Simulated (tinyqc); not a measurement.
The whole curve: space-charge-limited current through a thin insulating or semi-insulating film with traps. Computed by tinyqc, a small Python program. Command: `OMP_NUM_THREADS=1 python tinyqc.py 3005609 3005610 out.jsonl sclc walk`. One thread of a shared host (Intel(R) Xeon(R) Processor @ 2.30GHz), about 0.01 s of CPU time with the checks.

One ohmic injecting contact at x = 0 (field zero), drift only, non-degenerate free carriers.

Inputs (values chosen for the exercise, modelled on HfO2):
```
quantity                                            value        unit
permittivity eps                                       22           -
band mobility mu                                    0.065  cm^2/(V s)
effective density of states N_c                   9.8e+19      1/cm^3
trap density N_t                                  1.4e+17      1/cm^3
equilibrium Fermi level below the band edge, E_0     0.59          eV
thickness d                                           210          nm
temperature T                                         300           K
characteristic temperature T_c                       1600           K
```

Traps: exponential tail.

Constants: k_B = 8.617333262e-05 eV/K; eps_0 = 8.8541878128e-12 F/m; e = 1.602176634e-19 C.

Method:
- Free density n_0 = N_c exp(-E_0/k_B T) in equilibrium; trapped density n_t(n) = N_t (n/N_c)^(T/T_c) (the low-temperature form).
- J = e mu n F and (eps eps_0/e) dF/dx = n - n_0 + n_t(n) - n_t(n_0) = rho(n). With F = J/(e mu n): d = (eps eps_0 J/(e^2 mu)) I_1 and V = (eps eps_0 J^2/(e^3 mu^2)) I_2, I_k = int_(n_L)^infinity dn/(n^(k+1) rho(n)), n_L the density at the anode; with u = n_L/n, 200 Gauss-Legendre points in t, u = 1 - (1 - t)^2.
- The last column is d ln J/d ln V up to the next row.

Current against voltage:
```
n_L (1/cm^3)       V (V)  J (A/cm^2)   slope
1.30e+10      4.7648e-03  4.0188e-08  2.1800
7.50e+10      2.6049e-02  1.6308e-06  3.6374
4.50e+11      5.2224e-02  2.0474e-05  4.4371
2.70e+12      8.8420e-02  2.1179e-04  4.9302
1.60e+13      1.3933e-01  1.9933e-03  5.0883
9.40e+13      2.1478e-01  1.8026e-02  4.7035
5.60e+14      3.4604e-01  1.6990e-01  3.7414
3.30e+15      6.5032e-01  1.8002e+00  2.7811
2.00e+16      1.7296e+00  2.7338e+01  2.2601
1.20e+17      6.9445e+00  6.3271e+02  2.0716
7.10e+17      3.5980e+01  1.9107e+04  2.0179
4.20e+18      2.0545e+02  6.4274e+05       -
```

The slope starts at 2.18, peaks at 5.1 between 0.139 and 0.215 V and ends at 2.02. Rows below 0.26 V (10 k_B T/e) are formal, since diffusion from the contact rules there. Self-heating is left out, although J V exceeds 1e5 W/cm^2 at the last row. Rows above 63.0 V are formal, since the mean field exceeds 3 MV/cm and breakdown sets in. An exponential tail gives the power law T_c/T + 1 = 6.33, which this range does not fully reach.

Extremes, crossings and ranges named in words are read from the listed rows.
